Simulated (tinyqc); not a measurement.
# From ratio R back to oxide density

Model: X-ray photoelectron analysis of a thin oxide on a semiconductor: attenuation lengths, thickness, angle series and band offsets. Computed by tinyqc, a small Python program. Command: `OMP_NUM_THREADS=1 python tinyqc.py 3111051 3111052 out.jsonl xps inv`. One thread of a shared host (Intel(R) Xeon(R) Processor @ 2.30GHz), about 0.02 s of CPU time with the checks.

The same element is seen in the oxide and in the substrate, at nearly the same kinetic energy; films are flat and uniform, and the work function is ignored.

Inputs (values chosen for the exercise, modelled on SiO2 on silicon):

| quantity | value | unit |
|---|---|---|
| photon energy | 1486.6 | eV |
| binding energy of the core level | 99.4 | eV |
| oxide formula mass | 60.08 | g/mol |
| valence electrons per oxide formula | 16 | - |
| oxide gap | 9.06 | eV |
| substrate density | 2.33 | g/cm^3 |
| substrate formula mass | 28.09 | g/mol |
| valence electrons per substrate formula | 4 | - |
| substrate gap | 1.12 | eV |
| oxide thickness d | 0.54 | nm |
| emission angle from the normal | 55 | degrees |
| attenuation length over inelastic mean free path | 0.93 | - |
| carbon overlayer | 0.67 | nm |

Method:
- TPP-2M: lambda = E/(E_p^2 [b ln(c E) - C/E + D/E^2]) in angstrom, E_p = 28.8 sqrt(N_v rho/M), b = -0.10 + 0.944/sqrt(E_p^2 + E_g^2) + 0.069 rho^0.1, c = 0.191/sqrt(rho), U = N_v rho/M, C = 1.97 - 0.91 U, D = 53.4 - 20.8 U, with E = photon energy less binding energy in eV.
- Attenuation length L = factor x lambda.
- R_0 = (rho_o/M_o) L_o/((rho_s/M_s) L_s); peak ratio R = I_ox/I_sub = R_0 [exp(d/(L_o cos theta)) - 1]; hence d = L_o cos theta ln(1 + R/R_0). A carbon layer weakens both peaks alike, by exp(-d_C/(L_o cos theta)) if its L is taken equal to L_o. This R_0 leaves out intrinsic losses from the substrate peak, so calibrated values can be larger.

Task: A run gave the result below. Find the oxide density, known to lie between 2 and 4.2 g/cm^3.

ratio R = 0.1864848

Result:

Each step takes the trial c = (a f_b - b f_a)/(f_b - f_a), f being the result less the target and a, b, c the logarithms of the listed values; c replaces end b, the old b replaces a if the sign of f changed, and otherwise f_a is halved.

Scan of the range:

| oxide density (g/cm^3) | ratio R |
|---|---|
| 2.00 | 0.149619 |
| 2.26 | 0.169724 |
| 2.56 | 0.193017 |
| 2.90 | 0.219548 |
| 3.28 | 0.249385 |
| 3.71 | 0.283415 |
| 4.20 | 0.322590 |

False position (Illinois rule, in the logarithm of the input) inside the bracket:

| step | end a | end b | trial | ratio R |
|---|---|---|---|---|
| 1 | 2.26000 | 2.56000 | 2.47206 | 0.186178 |
| 2 | 2.56000 | 2.47206 | 2.47593 | 0.186480 |
| 3 | 2.56000 | 2.47593 | 2.47607 | 0.186490 |
| 4 | 2.47593 | 2.47607 | 2.47600 | 0.186485 |

Ratio R rises at every point of a 13-point scan of the range (every second point is shown), so one value fits; it is bracketed by 2.26 and 2.56. Answer: oxide density = 2.476 g/cm^3.
